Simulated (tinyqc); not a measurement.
Standing waves and exposure in a photoresist film: one step. Intensity and exposure over the lowest period. Five cases, with inputs chosen for the exercise.

Question. Nine depths from d - period to d. Without bleaching during the exposure the share of unexposed compound is m = exp(-C D I).

Normal incidence from air. Unexposed resist: N1 = n1 + i k1 with k1 = (A + B) lam/(4 pi), lam in micrometres. r01 = (1 - N1)/(1 + N1), t01 = 2/(1 + N1). Substrate Ns = ns + i ks: r12 = (N1 - Ns)/(N1 + Ns). With p = exp(2 pi i N1 d/lam), the field at depth z is E(z) = t01 [exp(2 pi i N1 z/lam) + r12 p^2 exp(-2 pi i N1 z/lam)]/(1 + r01 r12 p^2), the relative intensity I(z) = n1 |E(z)|^2 and the reflectance R = |(r01 + r12 p^2)/(1 + r01 r12 p^2)|^2.

Case 1.

Values chosen (a resist on Si, indices near tabulated ones; not measured data):
- d = 445 nm (resist thickness)
- lam = 248 nm (vacuum wavelength)
- C = 0.012 cm^2/mJ (exposure rate (Dill C))
- D = 30 mJ/cm^2 (incident dose)

N1 = 1.7570000+0.0191432i
r12 = -0.507855-0.522770i
period = 70.5748 nm

Case 2.

Values chosen (a resist on Cu, indices near tabulated ones; not measured data):
- d = 423 nm (resist thickness)
- lam = 248 nm (vacuum wavelength)
- C = 0.039 cm^2/mJ (exposure rate (Dill C))
- D = 30 mJ/cm^2 (incident dose)

N1 = 1.7740000+0.0169723i
r12 = -0.168558-0.459081i
period = 69.8985 nm

Case 3.

Values chosen (a resist on polySi, indices near tabulated ones; not measured data):
- d = 123 nm (resist thickness)
- lam = 193 nm (vacuum wavelength)
- C = 0.021 cm^2/mJ (exposure rate (Dill C))
- D = 80 mJ/cm^2 (incident dose)

N1 = 1.7210000+0.0168943i
r12 = -0.247777-0.614594i
period = 56.0721 nm

Case 4.

Values chosen (a resist on Si, indices near tabulated ones; not measured data):
- d = 101 nm (resist thickness)
- lam = 193 nm (vacuum wavelength)
- C = 0.028 cm^2/mJ (exposure rate (Dill C))
- D = 15 mJ/cm^2 (incident dose)

N1 = 1.6800000+0.0119796i
r12 = -0.414412-0.647316i
period = 57.4405 nm

Case 5.

Values chosen (a resist on W, indices near tabulated ones; not measured data):
- d = 1179 nm (resist thickness)
- lam = 365 nm (vacuum wavelength)
- C = 0.026 cm^2/mJ (exposure rate (Dill C))
- D = 20 mJ/cm^2 (incident dose)

N1 = 1.6870000+0.0127801i
r12 = -0.461895-0.256607i
period = 108.1802 nm

Give: Profile.

Answer.

Case 1.

Profile:
```
z (nm)      I      m
374.4   0.425  0.858
383.2   0.081  0.971
392.1   0.395  0.867
400.9   1.182  0.653
409.7   1.979  0.490
418.5   2.317  0.434
427.4   1.995  0.488
436.2   1.201  0.649
445.0   0.398  0.867
```

I runs from 0.081 to 2.317 on these points, so m runs from 0.434 to 0.971; the least exposed point listed lies 61.8 nm above the bottom.

Case 2.

Profile:
```
z (nm)      I      m
353.1   0.602  0.494
361.8   0.249  0.747
370.6   0.226  0.768
379.3   0.544  0.529
388.1   1.014  0.305
396.8   1.359  0.204
405.5   1.375  0.200
414.3   1.049  0.293
423.0   0.572  0.512
```

I runs from 0.226 to 1.375 on these points, so m runs from 0.200 to 0.768; the least exposed point listed lies 52.4 nm above the bottom.

Case 3.

Profile:
```
z (nm)      I      m
66.9    1.005  0.185
73.9    0.258  0.648
80.9    0.243  0.665
88.0    0.966  0.197
95.0    2.000  0.035
102.0   2.737  0.010
109.0   2.742  0.010
116.0   2.010  0.034
123.0   0.966  0.197
```

I runs from 0.243 to 2.742 on these points, so m runs from 0.010 to 0.665; the least exposed point listed lies 42.1 nm above the bottom.

Case 4.

Profile:
```
z (nm)      I      m
43.6    0.501  0.810
50.7    0.068  0.972
57.9    0.199  0.920
65.1    0.817  0.710
72.3    1.558  0.520
79.5    1.988  0.434
86.6    1.854  0.459
93.8    1.233  0.596
101.0   0.489  0.814
```

I runs from 0.068 to 1.988 on these points, so m runs from 0.434 to 0.972; the least exposed point listed lies 50.3 nm above the bottom.

Case 5.

Profile:
```
z (nm)      I      m
1070.8  0.187  0.908
1084.3  0.140  0.930
1097.9  0.378  0.822
1111.4  0.759  0.674
1124.9  1.059  0.576
1138.4  1.101  0.564
1152.0  0.859  0.640
1165.5  0.474  0.782
1179.0  0.170  0.916
```

I runs from 0.140 to 1.101 on these points, so m runs from 0.564 to 0.930; the least exposed point listed lies 94.7 nm above the bottom.

Computed by tinyqc, one run a case: `OMP_NUM_THREADS=1 python tinyqc.py N N+1 out.jsonl` with N = 1652464, 1652586, 1680129, 1680236, 1680636; one thread of a shared Intel(R) Xeon(R) Processor @ 2.30GHz, about 0.01 s a run at most.
